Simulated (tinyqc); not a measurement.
# Pillar capacitor in an array: capacitance, non-linearity, leakage and relaxation: effects of single changes

A film between two metal electrodes, each interface adding a series capacitance ci. The small-signal permittivity is ek (1 + aq E^2); the field is found with the linear permittivity. Leakage J = J0 sinh(E/Ef). After a voltage step the film passes a relaxation current kr C V tt^(-nr), tt being the time in seconds. The sidewall is a coaxial capacitor with radii a = dm/2 and b = dm/2 + t, depth AR dm; the end face is left out.

Inputs (values chosen for the exercise); permittivity of the order of that of aluminium oxide: relative permittivity of the film ek = 9.14; film thickness t = 14 nm; capacitance of each electrode interface (dead layer and screening) ci = 140 uF/cm^2; quadratic field coefficient of the permittivity aq = 0.0027 cm^2/MV^2; bias V = 1.2 V; exponent of the relaxation current nr = 0.921; strength of the relaxation kr = 0.0022; leakage prefactor J0 = 3.9e-11 A/cm^2; field for an e-fold rise of the leakage Ef = 0.41 MV/cm; aspect ratio, depth over diameter AR = 70; pitch of the square array pt = 230 nm; resistivity of the inner electrode rho = 1500 uohm cm; duration of the write pulse t0 = 1e-8 s.

Constants: eps0 = 8.8541878128e-14 F/cm where lengths are in cm. Results are converted to the units shown.

Each table varies one quantity; the others keep the values above.

## Capacitance, non-linearity and leakage against thickness

Planar film: Cf = eps0 ek/t, 1/C = 1/Cf + 2/ci, EOT = 3.9 eps0/C, effective permittivity C t/eps0, E = (V/t) C/Cf; quadratic coefficient [C(V)/C - 1]/V^2 with Cf (1 + aq E^2) in C(V).

Capacitance, non-linearity and leakage against thickness:
```
t (nm),C (uF/cm^2),EOT (nm),effective permittivity,E (MV/cm),quadratic coefficient (ppm/V^2),J (A/cm^2)
2.5,3.094,1.116,8.736,4.588,3.763e4,1.412e-6
3.7,2.121,1.628,8.863,3.145,1.797e4,4.182e-8
5.5,1.441,2.396,8.952,2.137,8383,3.577e-9
8.2,0.9732,3.548,9.013,1.443,3850,6.580e-10
12,0.6680,5.170,9.053,0.9905,1822,2.166e-10
18,0.4467,7.730,9.082,0.6624,817.5,9.423e-11
27,0.2985,11.57,9.101,0.4425,365.7,5.076e-11
40,0.2017,17.12,9.114,0.2991,167.3,3.105e-11
60,0.1346,25.65,9.122,0.1996,74.57,1.975e-11
```

What does the comparison show?

C falls from 3.09 to 0.135 uF/cm^2 while the effective permittivity goes from 8.74 to 9.12 (ek = 9.14). EOT is a straight line in t with slope 3.9/ek = 0.427 and intercept 0.0493 nm. The quadratic coefficient goes as t^(-1.89) between the first two rows and t^(-1.99) between the last two (-2 without interfaces), and J falls by 4.85 decades. For t = 2.5, 3.7 direct tunnelling, left out, would add to the leakage.

## Cell against the diameter of the pillar

Per length 1/c = ln(b/a)/(2 pi eps0 ek) + (1/a + 1/b)/(2 pi ci); cell capacitance c AR dm; per footprint over pt^2; fields c V/(2 pi eps0 ek r) at r = a and b; resistance of the inner electrode rho AR dm/(pi a^2); time constant R C/3 of the distributed line. The pitch is scaled as pt dm/(130 nm).

Results:
```
dm (nm),cell capacitance (fF),per footprint (uF/cm^2),field at a (MV/cm),field at b (MV/cm),R (kohm),R C/3 (ps)
49,3.8261,50.908,1.0745,0.68376,27.284,34.796
65,6.4047,48.429,1.0221,0.71440,20.568,43.910
87,11.006,46.454,0.98047,0.74174,15.367,56.376
120,20.198,44.811,0.94578,0.76685,11.141,75.009
210,59.229,42.907,0.90560,0.79906,6.3662,125.69
280,103.71,42.260,0.89194,0.81086,4.7746,165.06
```

Estimate the missing row, dm = 160 nm.

Computed row:
```
dm (nm),cell capacitance (fF),per footprint (uF/cm^2),field at a (MV/cm),field at b (MV/cm),R (kohm),R C/3 (ps)
160,35.023,43.707,0.92248,0.78509,8.3556,97.547
```

With this row back in the table: As dm goes from 49 to 280, the cell capacitance rises from 3.83 to 104 fF, the capacitance per footprint falls from 50.9 to 42.3 uF/cm^2, the ratio of the two fields falls from 1.57 to 1.10 and R C/3 rises from 34.8 to 165 ps; the time constant goes as dm^(0.82) between the first two rows and dm^(0.95) between the last two.

## Charge lost after writing

Planar film: Cf = eps0 ek/t, 1/C = 1/Cf + 2/ci, EOT = 3.9 eps0/C, effective permittivity C t/eps0, E = (V/t) C/Cf. A capacitor written for t0 and then left open loses, as a share of C V, kr (tt^(1 - nr) - t0^(1 - nr))/(1 - nr) by relaxation and J tt/(C V) by leakage; both are taken as small, and rows far outside that range are left out.

The same in every row: leakage current (nA/cm^2) = 0.1526.

Charge lost after writing:
```
tt (s),relaxation current (nA/cm^2),loss by relaxation (%),loss by leakage (%),total loss (%)
1e-6,5.082e5,0.2851,2.218e-8,0.2851
1e-5,6.095e4,0.4717,2.218e-7,0.4717
0.0001,7311,0.6954,2.218e-6,0.6954
0.001,877.0,0.9638,2.218e-5,0.9638
0.01,105.2,1.286,2.218e-4,1.286
0.1,12.62,1.672,0.002218,1.674
1,1.514,2.135,0.02218,2.157
10,0.1816,2.691,0.2218,2.912
100,0.02178,3.357,2.218,5.575
```

The two currents are equal at tt = 12.1 s. The loss by relaxation grows from 0.285 to 3.36 %, by 0.187 points over the first decade and 0.666 over the last, while the loss by leakage grows tenfold a decade. Relaxation is the larger loss in every row.

Program tinyqc, `OMP_NUM_THREADS=1 python tinyqc.py 2102158 2102159 out.jsonl`; Intel Xeon 2.30GHz, shared host, one thread, about 0.01 s.
